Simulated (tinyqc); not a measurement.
Comparisons within one model: round or elliptic silicon nanowire with anisotropic valleys (Ritz method). A value that a table varies takes the place of the one given here.

Wire along x = [100] on a (001) wafer, y = [010], z = [001]. Valley groups, two valleys each (w = inverse masses): A, axis along z: w_y = 1/mt, w_z = 1/ml, m_x = mt; B, axis along y: w_y = 1/ml, w_z = 1/mt, m_x = mt; C, axis along x: w_y = w_z = 1/mt, m_x = ml.

Hard wall on the ellipse (y/a)^2 + (z/b)^2 = 1, c = hbar^2/2m0. With u = y/a, v = z/b the operator is -c [(w_y/a^2) d2/du2 + (w_z/b^2) d2/dv2] on the unit disc. Basis (1 - u^2 - v^2) u^i v^j; S, X and Y are the disc integrals of f f', (df/du)(df'/du) and (df/dv)(df'/dv), from the integral of u^p v^q = 2 Gamma((p+1)/2) Gamma((q+1)/2)/((p + q + 2) Gamma((p+q+2)/2)) for even p, q; H = c (w_y X/a^2 + w_z Y/b^2).

Converged values use 21 functions of each parity class (e or o in u, then in v).

Constants: hbar^2/2m0 = 3.80998211 eV angstrom^2.

Values chosen for the exercise (near those of a Si nanowire; shifted at random, so the results belong to these values and not to a real crystal): ml = 0.906 m0 (longitudinal mass); mt = 0.19 m0 (transverse mass); a = 23 angstrom (semi-axis along y); b = 42 angstrom (semi-axis along z); asp = (0.4, 0.6, 0.8, 1, 1.3, 1.8, 2.5) (ratios a/b); area = 30.3 nm^2 (cross-section, kept fixed); hw = 1.5 (height over mean width).

## Size of the basis

Lowest level of each group with 1, 3, 6 and 21 even functions.

Levels (meV):
```
functions       A      B       C
1          120.87  57.95  147.82
3          111.41  55.82  141.14
6          110.78  55.81  141.06
21         110.76  55.81  141.06
```

How do the results move?

One function errs by 9.1 % for A, 3.8 % for B and 4.8 % for C, six by 0.022, 1.2e-05 and 0.00026 meV. The error grows with the axis ratio of the stretched ellipse (3.99, 1.20, 1.83); for a circle it is 6/5.783 - 1 = 3.7 %.

## Flattening the wire at fixed area

a = sqrt(area x ratio/pi), b = a/ratio, 1 nm^2 = 100 angstrom^2; lowest level of each group.

Levels (eV):
```
a/b  a (angstrom)  b (angstrom)       A       B       C
0.4          19.6          49.1  0.1448  0.0555  0.1703
0.6          24.1          40.1  0.1030  0.0570  0.1353
0.8          27.8          34.7  0.0829  0.0633  0.1231
1.0          31.1          31.1  0.0715  0.0715  0.1202
1.3          35.4          27.2  0.0622  0.0853  0.1242
1.8          41.7          23.1  0.0560  0.1096  0.1403
2.5          49.1          19.6  0.0555  0.1448  0.1703
```

What can be read from the table?

Each group is lowest where its stretched ellipse is a circle, at a/b = sqrt(w_y/w_z): 2.18 for A, 0.46 for B and 1.00 for C. The lowest group is B in the first row and A in the last, A and B crossing at a/b = 1 by symmetry; B - A is -89 meV in the first row and +89 meV in the last.

## Shape of the cross-section

Equal area, hard walls, lowest level of -c (w_y d2/dy2 + w_z d2/dz2), c = hbar^2/2m0. Rectangle W x H with H/W = hw; ellipse with b/a = hw; trapezoid of height H, base W/0.8 and top 0.6 of the base; isosceles triangle of height H and base 2W. Ellipse, trapezoid and triangle by converged Ritz bases; 1 nm^2 = 100 angstrom^2.

Levels:
```
shape      A (eV)  B (eV)  B - A (meV)
rectangle  0.1071  0.0641        -43.0
ellipse    0.0949  0.0588        -36.1
trapezoid  0.1007  0.0653        -35.4
triangle   0.0762  0.0862         10.0
```

W = 44.9 angstrom
H = 67.4 angstrom

How do the results move?

For group A the order is triangle, ellipse, trapezoid, rectangle, spanning 41 %. For group B the order is ellipse, rectangle, trapezoid, triangle, spanning 47 %. The ellipse lies below the rectangle for both groups, since corners hold little of the wave function. The triangle is lowest for A, whose light mass lies across the width and gains from the wide base. The spacing B - A of the valley groups runs from -43 to 10 meV.

## What each parameter does

Lowest level of groups A and B. Each row changes one parameter from the base and keeps the others.

Results:
```
case             A (eV)  B (eV)  B - A (meV)
base             0.1108  0.0558        -55.0
a = 21 angstrom  0.1308  0.0604        -70.4
b = 45 angstrom  0.1094  0.0516        -57.8
ml = 1.015 m0    0.1097  0.0533        -56.3
mt = 0.171 m0    0.1219  0.0594        -62.5
```

How do the results move?

The largest shifts from the base row, up to three for each result and ties (the steps differ in size, so this ranks the rows, not the parameters). A (eV): a +0.0200, mt +0.0112, b -0.0013. B (eV): a +0.0046, b -0.0042, mt +0.0036. B - A (meV): a -15.4, mt -7.6, b -2.9.

Computed by tinyqc, a small Python program: `OMP_NUM_THREADS=1 python tinyqc.py 1280295 1280296 out.jsonl` (the numbers bound the seed that draws the inputs); one thread of a shared host (Intel(R) Xeon(R) Processor @ 2.30GHz), about 0.06 s for the whole set of steps.
